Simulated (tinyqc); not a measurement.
Inside a calculation. Model: deep trap from a strong local potential in a two-band host (Koster-Slater model with semi-elliptic bands). Computed by tinyqc, a small Python program that keeps every step. Command: `OMP_NUM_THREADS=1 python tinyqc.py 3015591 3015592 out.jsonl deeptrap walk`. One thread of a shared host (Intel(R) Xeon(R) Processor @ 2.30GHz), about 0.03 s of CPU time with the checks. Intermediate numbers are printed to about 6 digits and carried at full precision; extremes and crossings named in words are read from the listed rows.

The valence band spans -2 W_v to 0 and the conduction band E_g to E_g + 2 W_c. The orbital at the impurity site has weight f_v in the valence band and 1 - f_v in the conduction band, each spread as a semi-ellipse (2/(pi W^2)) sqrt(W^2 - x^2) about the band centre. The impurity adds U to this orbital. Spin is left out.

Inputs (values chosen for the exercise, for a model semiconductor): gap E_g = 3.01 eV; half-width of the valence band W_v = 3.1 eV; half-width of the conduction band W_c = 2 eV; valence weight f_v of the site orbital = 0.39; impurity potential U = 25.1 eV; levels per band n = 2; trial energy E = 1.54 eV.

Impurity: repulsive, acceptor-like.

## Green function at the trial energy

In the gap G(E) = f_v (2/W_v^2)[x - sqrt(x^2 - W_v^2)] - (1 - f_v)(2/W_c^2)[y - sqrt(y^2 - W_c^2)], x = E + W_v, y = E_g + W_c - E. The potential that would put a level at E is U = 1/G(E).

valence part = 0.0963858 1/eV

conduction part = -0.193477 1/eV

G(E) = -0.0970915 1/eV

potential needed = -10.2996 eV

## Thresholds and the vacancy level

G falls across the gap from G(0) to G(E_g). A repulsive U binds if U > 1/G(0), an attractive one if U < 1/G(E_g); the vacancy level (U infinite) solves G(E) = 0 (bisection).

G(0) = 0.124576 1/eV

G(E_g) = -0.541430 1/eV

repulsive threshold = 8.02725 eV

attractive threshold = -1.84696 eV

vacancy level = 0.508708 eV

## The trap level

The trap level solves G(E) = 1/U (bisection). With D = -dG/dE = D_v + D_c, D_v = f_v (2/W_v^2)[x/sqrt(x^2 - W_v^2) - 1] and D_c = (1 - f_v)(2/W_c^2)[y/sqrt(y^2 - W_c^2) - 1], the weight on the impurity orbital is 1/(U^2 D) and the conduction-band character is D_c/D.

trap level E_t = 0.218443 eV

weight on the impurity orbital = 0.00897074

conduction-band character = 0.173144

depth below the conduction band = 2.79156 eV

The level comes up from the valence band and has covered 43 % of the way to the vacancy level, which it can never pass; 99 % of the state lies on host orbitals.

## The same problem as a small matrix

Each band is replaced by n levels e_k = centre + W cos(k pi/(n + 1)) with weights w_k = f (2/(n + 1)) sin^2(k pi/(n + 1)), k = 1..n (valence first); H_kl = e_k delta_kl + U sqrt(w_k w_l).

host levels e_k (eV): [-1.55, -4.65, 6.01, 4.01]

weights w_k: [0.195, 0.195, 0.305, 0.305]

H (eV):
$$\begin{pmatrix}
3.3445 & 4.8945 & 6.1213 & 6.1213 \\
4.8945 & 0.2445 & 6.1213 & 6.1213 \\
6.1213 & 6.1213 & 13.6655 & 7.6555 \\
6.1213 & 6.1213 & 7.6555 & 11.6655
\end{pmatrix}$$

## Levels of the small matrix

Diagonalise H (2n rows). The trap level, between the highest valence and the lowest conduction e_k, is number n + 1 from below for an attractive impurity and number n for a repulsive one.

levels (eV): [-3.6858, 0.0093, 5.0263, 27.5701]

trap level of the matrix = 0.00932738 eV

It misses the Green-function level by -0.2091 eV. The lone level at 27.57 eV is the split-off partner, which holds a large part of the impurity orbital.

## Chemical trend: level against potential

U is 1.05, 1.2, 1.5, 2, 3, 5, 10 and 30 times the threshold, rounded to three digits; the largest values are formal and only show the vacancy limit.

Trend:
```
U (eV)  E_t (eV)  weight on the impurity  conduction character  E_t - vacancy level (eV)
8.43    0.000881               0.0041982              0.008254                 -0.507827
9.63    0.011117               0.0118808              0.030626                 -0.497591
12.00   0.046436               0.0164846              0.067060                 -0.462272
16.10   0.112512               0.0149901              0.113191                 -0.396196
24.10   0.209212               0.0094972              0.168241                 -0.299496
40.10   0.311852               0.0042821              0.220803                 -0.196856
80.30   0.404216               0.0012260              0.265518                 -0.104492
241.00  0.472572               0.0001473              0.297550                 -0.036135
```

dE_t/dU equals the weight on the impurity, which peaks at 0.016 (U = 12.0 eV) and falls to 1.5e-4 in the last row, so beyond the peak each further eV of potential moves the level less. The level nears the vacancy level, 0.509 eV, as 1/U: it is 0.104 eV away at 10 times the threshold and 0.036 eV at 30 times, and the state is then host-like.

## Opening the gap, as alloying or pressure does

The conduction band is shifted rigidly; widths, weights and U stay.

Against the gap:
```
E_g (eV)  E_t (eV)  depth below E_c (eV)  conduction character
1.50      0.010236               1.48976              0.068052
1.96      0.056394               1.90361              0.125297
2.41      0.119755               2.29024              0.153493
2.71      0.167642               2.54236              0.165055
3.01      0.218443               2.79156              0.173144
3.46      0.298281               3.16172              0.180991
3.91      0.380832               3.52917              0.185453
4.82      0.551421               4.26858              0.188440
```

As the conduction band moves up by 3.320 eV the level follows by 0.541 eV, a mean slope of 0.16; the local slope is the conduction character. A shallow donor would follow with slope 1 and a shallow acceptor with slope 0.

Checks made by the program: closed form against a 4000-point quadrature of the densities of states (relative difference below 1e-10); 200 levels per band against the Green function (relative difference below 1e-10).
